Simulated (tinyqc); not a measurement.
Transverse acoustic branch against its sound line: Keating valence-force model of a tetrahedral crystal. Computed by tinyqc, a small Python program. Command: `OMP_NUM_THREADS=1 python tinyqc.py 3012916 3012917 out.jsonl keating walk`. One thread of a shared host (Intel(R) Xeon(R) Processor @ 2.30GHz), about 0.03 s of CPU time with the checks.

Atom A sits at 0 and atom B at a/4 (1,1,1) of an fcc lattice; the four bonds from A are t = a/4 (1,1,1), a/4 (1,-1,-1), a/4 (-1,1,-1), a/4 (-1,-1,1), of length d = sqrt(3) a/4. Energy: E = (3 alpha/(8 d^2)) sum over bonds (r.r - d^2)^2 + (3 beta/(8 d^2)) sum over pairs of bonds at one atom (r_i.r_j + d^2/3)^2, with beta_A for the six pairs at A and beta_B for the six at B. The cell holds two atoms, Omega = a^3/4. 1 N/m = 1 J/m^2.

Inputs (values chosen for the exercise, for a model crystal):
```
quantity               value      unit
lattice constant a     5.328  angstrom
mass M_A                  73         u
mass M_B                41.1         u
bond stretching alpha    108       N/m
bond bending beta_A     24.7       N/m
bond bending beta_B     24.7       N/m
```

Structure: zinc blende.

Constants: nu for 1 eV/(angstrom^2 u) = 15.6333042 THz; 1 eV/angstrom^2 = 16.02176634 J/m^2; u = 1.6605390666e-27 kg.

Method:
- beta = (beta_A + beta_B)/2; C11 = (alpha + 3 beta)/a, C12 = (alpha - beta)/a, C44 = 4 alpha beta/(a (alpha + beta)); with the two sublattices clamped C44(0) = (alpha + beta)/a; internal-strain parameter zeta = (alpha - beta)/(alpha + beta); B = (C11 + 2 C12)/3.
- With displacements u exp(i q.r), each bracket changes by g.u, where g = (g_A, g_B): bond t, g = (-2 t, 2 t exp(i q.t)); pair (i, j) at A, g = (-(t_i + t_j), t_i exp(i q.t_j) + t_j exp(i q.t_i)); pair at B, g = (-t_i exp(-i q.t_j) - t_j exp(-i q.t_i), t_i + t_j). Then D_mn = sum over the 4 bonds and 12 pairs of (4 k/a^2) conj(g_m) g_n / sqrt(M_m M_n), with k = alpha or beta converted to eV/angstrom^2. Only the short-range forces enter; the Coulomb field of the charges is left out.
- An eigenvalue lambda of D in eV/(angstrom^2 u) gives nu = 15.6333042 THz x sqrt(lambda).
- The sound line is nu = v q/(2 pi) with v = sqrt(C44/rho), rho = (M_A + M_B)/Omega; the clamped line uses C44(0).

C44 = 150.920 GPa

clamped C44(0) = 249.062 GPa

Frequencies (THz) along G-X; columns: (1) q (2 pi/a); (2) lowest branch; (3) sound line, relaxed C44; (4) sound line, clamped C44(0); (5) third-lowest frequency; (6) highest frequency:
```
(1)      (2)     (3)     (4)     (5)     (6)
0.05  0.5147   0.515   0.662   0.775  17.541
0.15  1.5367   1.545   1.985   2.314  17.484
0.30  3.0222   3.090   3.970   4.559  17.290
0.45  4.3992   4.635   5.955   6.666  16.987
0.60  5.5975   6.180   7.939   8.562  16.631
0.75  6.5265   7.725   9.924  10.149  16.289
0.90  7.0781   9.270  11.909  11.227  16.057
1.00  7.1883  10.300  13.232  11.470  16.008
```

What follows from these numbers?

At small q the branch follows the relaxed line (0.999 of it, against 0.778 of the clamped one): in a long shear wave the sublattices shift against each other. At X it reaches 70 % of the relaxed line. Real tetrahedral semiconductors have flatter TA branches than a Keating model fitted to their elastic constants, which needs longer-ranged terms to mend.

Extremes, crossings and ranges named in words are read from the listed rows.
